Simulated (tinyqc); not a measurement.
Ways to reach one band: three-band (Emery) model of a CuO2 plane downfolded to one band.

Electron picture, d at 0 and the oxygen p orbitals at -D; sx = sin(kx a/2), sy = sin(ky a/2). H = [[0, 2 tpd sx, -2 tpd sy], [., -D, -4 tpp sx sy], [., ., -D]], real and symmetric. The top (antibonding) band crosses the Fermi level.

One-band form E = e0 - 2t (cos kx + cos ky) - 4t' cos kx cos ky - 2t'' (cos 2kx + cos 2ky) - 4t''' (cos 2kx cos ky + cos kx cos 2ky), k in 1/a. Each hopping is minus the mean of E cos(m kx) cos(n ky) over a 12 x 12 mesh, k = (j + 1/2) 2 pi/12.

Values chosen for the exercise (out of a larger set: of the size used for cuprate planes; not measured data): D = 3.6 eV (ed - ep); tpd = 1.57 eV (d-p hopping); tpp = 0.33 eV (p-p hopping).

e0, t, t', t'', t''' (eV): 1.89018  0.41898  0.01030  0.02811  0.00329

k in pi/a. Second order: 4 tpd^2 (sx^2 + sy^2)/D. Downfolded at a fixed energy: h(E0) = V (E0 - H_pp)^-1 V^T at E0 = the exact level at (1/2,1/2), then linearised, E = E0 + Z (h(E0) - E0), Z = 1/(1 + |(E0 - H_pp)^-1 V^T|^2). Fourier: all four hoppings.

Top band (eV):
```
k           exact  second order  linearised  Fourier
(0,0)      0.0000        0.0000      0.0000   0.0343
(1/2,0)    1.0583        1.3694      1.0326   1.0654
(1,0)      1.8193        2.7388      1.8179   1.8190
(1,1/2)    2.7236        4.1082      2.6844   2.7150
(1,1)      3.4446        5.4776      3.2547   3.4388
(3/4,3/4)  3.0483        4.6754      2.9568   3.0546
(1/2,1/2)  1.9971        2.7388      1.9971   2.0026
(1/4,1/4)  0.7027        0.8022      0.6660   0.6845
```

What can be read from this table?

The band is 3.445 eV wide; second order gives 5.478, a factor 1.59, since 2 tpd/D = 0.87 is not small. It also leaves out tpp, which widens the exact band and so lowers this factor. Linearising about the Fermi region is exact at (1/2,1/2), off by 1.4 meV at (1,0) and 190 meV at worst, far from E0. The four Fourier hoppings err by at most 34 meV, at (0,0).

(tinyqc, `OMP_NUM_THREADS=1 python tinyqc.py 1451744 1451745 out.jsonl`, Intel(R) Xeon(R) Processor @ 2.30GHz, 1 thread, shared host, about 0.03 s.)
